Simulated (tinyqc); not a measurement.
Crystal pulling from the melt: segregation, interface stability, heat balance and point-defect regime. From k_eff back to pull rate V. Computed by tinyqc, a small Python program. Command: `OMP_NUM_THREADS=1 python tinyqc.py 3001556 3001557 out.jsonl pull inv`. One thread of a shared host (Intel(R) Xeon(R) Processor @ 2.30GHz), about 0.01 s of CPU time with the checks.

A dilute solute; steady pulling with a flat interface unless it is found unstable.

Inputs (values chosen for the exercise, modelled on germanium in silicon):
```
quantity                      value    unit
equilibrium coefficient k0     0.32       -
diffusivity in the melt D   0.00019  cm^2/s
kinematic viscosity nu       0.0037  cm^2/s
crystal rotation                 30     rpm
```

Method. delta = 1.61 D^(1/3) nu^(1/6) omega^(-1/2), omega = 2 pi rpm/60; k_eff = k0/[k0 + (1 - k0) exp(-V delta/D)] (Burton, Prim and Slichter); the melt at the interface is enriched by k_eff/k0.

Problem. A run gave the result below. Find the pull rate V, known to lie between 1.1 and 1.8 mm/min.

k_eff = 0.3700905

Solution.

Each step takes the trial c = (a f_b - b f_a)/(f_b - f_a), f being the result less the target and a, b, c the logarithms of the listed values; c replaces end b, the old b replaces a if the sign of f changed, and otherwise f_a is halved.

Scan of the range:
```
pull rate V (mm/min)     k_eff
1.10                  0.364564
1.19                  0.368328
1.30                  0.372951
1.41                  0.377597
1.53                  0.382690
1.66                  0.388238
1.80                  0.394245
```

False position (Illinois rule, in the logarithm of the input) inside the bracket:
```
step    end a    end b    trial     k_eff
1     1.19000  1.30000  1.23079  0.370040
2     1.30000  1.23079  1.23197  0.370089
3     1.30000  1.23197  1.23203  0.370092
4     1.23197  1.23203  1.23200  0.370090
```

k_eff rises at every point of a 13-point scan of the range (every second point is shown), so one value fits; it is bracketed by 1.19 and 1.30. Answer: pull rate V = 1.232 mm/min.
